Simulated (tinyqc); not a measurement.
CMOS inverter, nodal equation and switching: two steps of the calculation.

An n-channel pull-down (bn, VTn) and a p-channel pull-up (bp, VTp) share the input Vin and the output node Vout, which carries the load C. Transistor (EKV form, voltages against the body): I = 2 n b Vt^2 [F(vp - Vs) - F(vp - Vd)] from drain to source, F(v) = ln^2(1 + exp(v/(2 Vt))), vp = (Vg - VT + sg |Vd - Vs|)/n. n-channel bodies are at 0; for the p-channel device all voltages are counted down from Vdd. b in uA/V^2 gives I in uA. Static: In = Ip. Transient: C dVout/dt = Ip - In. No velocity saturation, no gate capacitance beyond C.

Values chosen for this exercise: temperature T = 300 K; supply voltage Vdd = 0.5 V; slope factor n = 1.19; drain-induced barrier lowering sg = 0.098; n-channel threshold VTn = 0.3 V; p-channel threshold (magnitude) VTp = 0.35 V; gain factor of the pull-down transistor bn = 180 uA/V^2; gain factor of the pull-up transistor bp = 180 uA/V^2; load capacitance C = 4.5 fF; input voltage Vin = 0.17 V.

Constants: q = 1.602176634e-19 C, kB = 1.380649e-23 J/K, Vt = kB T/q. Results are converted to the units shown.

Question 1. Output voltage by Newton steps. f = In - Ip at (Vin, Vout); G = df/dVout by a central difference with +/- 1e-6 V; Vout(new) = Vout - f/G, the step limited to +/- 0.1 V.

Vout at the start = 0.25 V

Find: In; Ip; G; Vout after iteration 1.

Answer 1.

In = 0.007845 uA
Ip = 0.1527 uA
G = 0.3690 uS
Vout after iteration 1 = 0.3500 V

Question 2. Delays and energy. For a step input the delay to Vdd/2 is tHL = C times the integral of dV/(In - Ip) from Vdd/2 to Vdd at Vin = Vdd, and tLH likewise with Ip - In from 0 to Vdd/2 at Vin = 0. Energy drawn for one full cycle of the output: C Vdd^2. Leakage power: Vdd times the mean of the supply currents at Vin = 0 and Vdd.

Give: tHL; tLH; energy; leakage power.

Answer 2.

tHL = 263.3 ps
tLH = 415.2 ps
energy = 1.125 fJ
leakage power = 0.02414 nW

Program tinyqc, `OMP_NUM_THREADS=1 python tinyqc.py 2340093 2340094 out.jsonl`; Intel Xeon 2.30GHz, shared host, one thread, about 0.04 s.
